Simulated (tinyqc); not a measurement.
Six-band hole subbands of a thin body in a field: sweeps and comparisons. A value that a table varies takes the place of the one given here.

Basis X, Y, Z times spin, hole energies counted downwards from the unstrained edge (the hydrostatic shift is left out), c = hbar^2/2m0. For a symmetric tensor T let C(T) have C_XX = L Txx + M (Tyy + Tzz), C_XY = N Txy (cyclic), L = c (g1 + 4 g2), M = c (g1 - 2 g2), N = 6 c g3. k = q + kz n, n the unit normal, q = k1 u + k2 v with u along the channel [1-10] and v = n x u. H = C(k k^T) + (Dso/3)(1 - L.sigma) - B + e F z with (L_k)_ij = -i epsilon_kij; B is the block C built from the traceless strain with 2b, -b and sqrt(3) d in place of L, M, N. Strain: exx = eyy = (s11 + s12) sx/2, ezz = s12 sx, exy = -s44 sx/4. Hard walls at z = 0 and t; basis sin(j pi z/t), j = 1 to Nz: kz^2 = (j pi/t)^2, kz = -i D with D_jl = 4 j l/(t (j^2 - l^2)), z_jj = t/2 and z_jl = -8 t j l/(pi (j^2 - l^2))^2 for j + l odd; 1 MV/cm = 0.01 eV/angstrom.

Nz = 14. E1 is the top subband at q = 0, gap the distance to the next pair, and the masses are c q^2/(E(q) - E1) at |q| = 0.02 1/angstrom (mean of the spin pair) along the channel [1-10] and across it in the plane; a dash marks a band that does not rise.

Constants: hbar^2/2m0 = 3.80998211 eV angstrom^2.

Inputs chosen for the exercise (near those of a p-type Ge channel; the results hold for these values, not for the real material):
- g1 = 13.35 (Luttinger gamma1)
- g2 = 4.25 (gamma2)
- g3 = 5.66 (gamma3)
- Dso = 0.294 eV (spin-orbit splitting)
- b = -2.58 eV (tetragonal potential)
- d = -5.25 eV (trigonal potential)
- S = (9.75, -2.7, 14.9) 1/TPa (compliances s11, s12, s44)
- face = 110 (surface)
- t = 40 angstrom (body thickness)
- F = 0.5 MV/cm (field across the body)
- sx = -2 GPa (stress along the channel [1-10], negative in compression)

## Stress along the channel

Each row has its own sx.

Results:
```
sx (GPa)  E1 (meV)  gap (meV)  m channel  m across
-3.0          12.7       77.9      0.037     0.183
-2.0          57.8       80.1      0.038     0.171
-1.0         100.1       83.8      0.039     0.152
-0.5         119.5       86.7      0.041     0.139
0.0          137.0       90.8      0.044     0.123
0.5          151.6       96.6      0.048     0.105
1.0          162.4      105.0      0.055     0.088
```

Under 2 GPa of compression the channel mass goes from 0.044 to 0.038 m0, the mass across from 0.123 to 0.171; the gap to the next subband is 80, 91 and 105 meV at -2, 0 and +1 GPa. The lightest channel mass of the table, 0.037 m0, is at -3.0 GPa.

## Surface orientation and number of bands

Three faces, six bands; and four bands, with Dso set to 1000 eV.

Results:
```
case           E1 (meV)  gap (meV)  m channel  m across
(001) 6 bands     154.7      212.3      0.047     0.208
(001) 4 bands     174.8      349.1      0.065     0.084
(110) 6 bands      57.8       80.1      0.038     0.171
(110) 4 bands     129.2      199.0      0.051     0.085
(111) 6 bands      87.4      155.8      0.043     0.171
(111) 4 bands     113.0      156.6      0.057     0.067
```

With six bands the top subband is shallowest on (110) (57.8 meV) and deepest on (001). Without the stress E1 would be 210.2, 137.0 and 138.9 meV, so the stress moves it by -55.5, -79.2 and -51.6 meV. The lightest channel mass is on (110) (0.038 m0). Dropping the split-off band moves E1 by 20.2, 71.4 and 25.6 meV and the gap by 136.8, 118.9 and 0.8 meV on the three faces, with Dso = 294 meV.

## What each parameter does

Six bands. Each row changes one parameter from the base and keeps the others.

Results:
```
case             E1 (meV)  gap (meV)  m channel (m0)  m across (m0)
base                 57.8       80.1           0.038          0.171
t = 30 angstrom      62.5      103.1           0.035          0.174
F = 0.8 MV/cm        94.7       99.3           0.039          0.178
sx = -2.5 GPa        35.5       78.9           0.037          0.178
g3 = 5.26            92.9      155.7           0.038          0.157
g2 = 4.89            75.1      118.2           0.039          0.183
Dso = 0.441 eV       74.5       90.2           0.039          0.151
d = -4.2 eV          70.3       80.6           0.038          0.169
```

The largest shifts from the base row, up to three for each result and ties (the steps differ in size, so this ranks the rows, not the parameters). E1 (meV): F +36.9, g3 +35.1, sx -22.3. gap (meV): g3 +75.6, g2 +38.1, t +23.0. m channel (m0): t -0.002, Dso +0.001, F +0.001, g2 +0.001, sx -0.001; unchanged at the printed digits by g3 and d. m across (m0): Dso -0.020, g3 -0.014, g2 +0.012.

Program tinyqc; command `OMP_NUM_THREADS=1 python tinyqc.py 1252034 1252035 out.jsonl`; about 0.3 s on one thread of a shared Intel(R) Xeon(R) Processor @ 2.30GHz.
